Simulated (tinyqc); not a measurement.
Magnetisation curve: two coupled magnetic layers: synthetic antiferromagnet, spin flop, exchange bias and magnetoresistance. Computed by tinyqc, a small Python program. Command: `OMP_NUM_THREADS=1 python tinyqc.py 3014099 3014100 out.jsonl saf walk`. One thread of a shared host (Intel(R) Xeon(R) Processor @ 2.30GHz), about 0.2 s of CPU time with the checks.

Moments lie in the plane at the angles p1, p2 from the field. Energy per area: E = J1 cos(p1 - p2) + J2 cos^2(p1 - p2) - B M_s (t1 cos p1 + t2 cos p2) + K (t1 cos^2 p1 + t2 cos^2 p2).

Inputs (values chosen for the exercise, for a model stack):
```
quantity                         value    unit
saturation magnetisation M_s      1130    kA/m
thickness t1                       1.5      nm
thickness t2                         1      nm
antiferromagnetic coupling J1    0.078  mJ/m^2
biquadratic coupling J2              0  mJ/m^2
in-plane anisotropy K              0.6  kJ/m^3
field over the saturation field   0.57       -
```

Field direction: along the hard axis.

Method. The parallel state is stable while the Hessian at p1 = p2 = 0 is positive: with c = J1 + 2 J2 and u = B M_s - 2K, (u t1 - c)(u t2 - c) > c^2, so B_sat M_s = c (1/t1 + 1/t2) + 2K. B_K = 2K/M_s. The lowest minimum of E over both angles (from five starts; of two mirror images the one with p1 >= 0, and for equal layers |p1| <= |p2|).

saturation field B_sat = 116.106 mT

Equilibrium states:
```
B/B_sat  B (mT)  p1 (degrees)  p2 (degrees)  m/m_sat
0.02       2.32        64.332       -113.58   0.0999
0.06       6.97        18.074       -159.62   0.1954
0.12      13.93         0.000       -180.00   0.2000
0.20      23.22        29.356       -136.90   0.2309
0.30      34.83        39.835       -111.90   0.3115
0.45      52.25        42.541        -88.33   0.4537
0.60      69.66        39.133        -70.11   0.6015
0.80      92.88        28.970        -46.47   0.8004
0.95     110.30        14.728        -22.41   0.9501
1.10     127.72         0.000          0.00   1.0000
```

The collinear state is the lowest in 1 row(s), with m/m_sat = (t1 - t2)/(t1 + t2) = 0.200; then the moments are canted and close at B_sat. The largest gap between m/m_sat and B/B_sat in the canted rows is 0.135.

Extremes, crossings and ranges named in words are read from the listed rows.
